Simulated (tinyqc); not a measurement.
Decay of LO phonons and the hot-phonon bottleneck in the cooling of electrons: one step, computed by the program tinyqc.

n(E, T) = 1/(exp(E/(k_B T)) - 1) is the Bose occupation. Electrons have a temperature T_e; the LO modes within their reach share one occupation N; the decay products stay at the lattice temperature.

Problem. Lifetime and Raman width. Decay rate 1/tau = (1/tau_0) [1 + n(f hbar omega) + n((1 - f) hbar omega)]. Full width Gamma = 1/(2 pi c tau) in 1/cm, c in cm/s.

Inputs (values chosen for the exercise, modelled on indium phosphide):

| quantity | value | unit |
|---|---|---|
| LO energy hbar omega | 44 | meV |
| lifetime at T = 0, tau_0 | 11 | ps |
| share f of the energy in the softer product | 0.2 | - |
| lattice temperature T | 300 | K |

Decay channel: two unequal phonons (Ridley).

Constants: k_B = 8.617333262e-05 eV/K; c = 299792458 m/s.

Give: thermal factor tau_0/tau; phonon lifetime tau; Raman width Gamma; equilibrium LO occupation N_0.

Solution.

thermal factor tau_0/tau = 3.811

phonon lifetime tau = 2.887 ps

Raman width Gamma = 1.839 1/cm

equilibrium LO occupation N_0 = 0.2230

Stimulated decay shortens the lifetime by 74 %.
